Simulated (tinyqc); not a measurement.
Inside a calculation. Model: thermal stress, cracking, delamination and buckling of a thin film; Griffith cracks and misfitting inclusions. Computed by tinyqc, a small Python program that keeps every step. Command: `OMP_NUM_THREADS=1 python tinyqc.py 3010760 3010761 out.jsonl filmcrack walk`. One thread of a shared host (Intel(R) Xeon(R) Processor @ 2.30GHz), about 0.01 s of CPU time with the checks. Intermediate numbers are printed to about 6 digits and carried at full precision; extremes and crossings named in words are read from the listed rows.

Isotropic linear elasticity; the substrate is much thicker than the film; stress is positive in tension.

Inputs (values chosen for the exercise, for a model film):
```
quantity                          value        unit
film Young's modulus E             76.7         GPa
film Poisson ratio nu              0.17           -
film expansion alpha_f            0.377      1e-6/K
substrate expansion alpha_s         3.5      1e-6/K
deposition temperature T_d         1225           K
final temperature T                 300           K
intrinsic stress                   -170         MPa
film thickness h                   0.33  micrometre
interface toughness Gamma_i           2       J/m^2
half width of a debonded strip w    9.5  micrometre
substrate Young's modulus E_s       162         GPa
substrate Poisson ratio nu_s       0.26           -
flaw half length a                  6.2  micrometre
substrate surface energy gamma_s    1.1       J/m^2
inclusion radius R                0.093  micrometre
```

Inclusion: long cylinder (a filled via).

## Stress in the film

Thermal strain = (alpha_f - alpha_s)(T_d - T); stress = E/(1 - nu) x strain + intrinsic stress; plane-strain modulus Ebar = E/(1 - nu^2); G0 = stress^2 h/(2 Ebar) is the energy freed per area when a long strip loses its stress across its width.

thermal strain = -0.00288878

film stress = -436.951 MPa

Ebar = 78.9826 GPa

G0 = 0.398857 J/m^2

The film ends in compression; the thermal part is -267 MPa. Caution: at a stress above 0.4 % of E a ductile film would yield, and the elastic value is then an upper bound; a brittle film in tension cracks instead.

## Elastic mismatch

Dundurs alpha = (Ebar - Ebar_s)/(Ebar + Ebar_s), with Ebar_s = E_s/(1 - nu_s^2). The channel-crack factor is taken as g = 1.258 (1 - alpha)^(-0.7), a rough interpolation chosen for the exercise (1.258 is the value for matched materials).

Dundurs alpha = -0.374959

factor g = 1.00665

The stiffer substrate holds the crack faces and lowers the driving force.

## Buckling of a debonded strip

A strip of half width w clamped at both edges buckles at sigma_c = (pi^2/12) Ebar (h/w)^2. Above it: height = h sqrt((4/3)(|s|/sigma_c - 1)), driving force at the edges G = G0 (1 - sigma_c/|s|)(1 + 3 sigma_c/|s|); below it both are 0. The smallest strip that buckles has w0 = pi h sqrt(Ebar/(12 |s|)).

buckling stress sigma_c = 78.3846 MPa

blister height = 0.814991 micrometre

driving force at the edges = 0.503452 J/m^2

smallest buckling half width w0 = 4.02367 micrometre

G is 1.26 G0 (the largest possible is 4/3, at |s| = 3 sigma_c) and stays below Gamma_i, taken here as independent of the mode mix.

## Griffith crack in the substrate

Through crack of length 2a in plane strain: K_Ic = sqrt(2 gamma_s E_s/(1 - nu_s^2)); fracture stress = K_Ic/sqrt(pi a). An edge crack of depth a has K larger by 1.1215.

toughness K_Ic = 0.618255 MPa m^0.5

fracture stress, inner crack = 140.087 MPa

fracture stress, edge crack = 124.910 MPa

The inner crack lowers the strength to 0.9 % of the ideal E_s/10.

## A misfitting inclusion

Film material fills a long cylinder of radius R in the substrate, with the misfit e = thermal strain (it wants to shrink if e > 0). With the axial strain held by the substrate, s0 = (1 + nu) e/[(1 + nu)(1 - 2 nu)/E + (1 + nu_s)/E_s]; inside s_rr = s_tt = s0 and s_zz = E e + 2 nu s0; outside s_rr = s0 (R/r)^2, s_tt = -s_rr. Keep-out radius: where |s_rr| falls to 10 MPa (R if it is lower at the wall).

radial stress at the wall s0 = -189.395 MPa

mean stress inside = -221.585 MPa

keep-out radius = 0.404732 micrometre

The stress does not depend on R; its reach scales with R.

## Film, cylinder and sphere at the same misfit

Thermal misfit e alone, mean stress = trace/3 and largest difference of principal stresses inside. Film: E e/(1 - nu) in two directions, 0 in the third. Cylinder: s0 = (1 + nu) e/[(1 + nu)(1 - 2 nu)/E + (1 + nu_s)/E_s] twice and s_zz = E e + 2 nu s0. Sphere: e/[(1 - 2 nu)/E + (1 + nu_s)/(2 E_s)] three times.

Stresses inside (MPa):
```
shape           s1        s2        s3      mean  largest difference
film      -266.951  -266.951     0.000  -177.967             266.951
cylinder  -189.395  -189.395  -285.963  -221.585              96.568
sphere    -231.216  -231.216  -231.216  -231.216               0.000
```

The mean stress in size is 178 MPa in the film, 222 in the cylinder and 231 in the sphere, while the largest difference, twice the largest shear stress, goes from 267 through 97 to 0. In a ductile solid shear can relax by slip and hydrostatic stress cannot.

Checks made by the program: fracture stress against the maximum of 4 a gamma - pi a^2 s^2/Ebar (relative difference 8e-09).
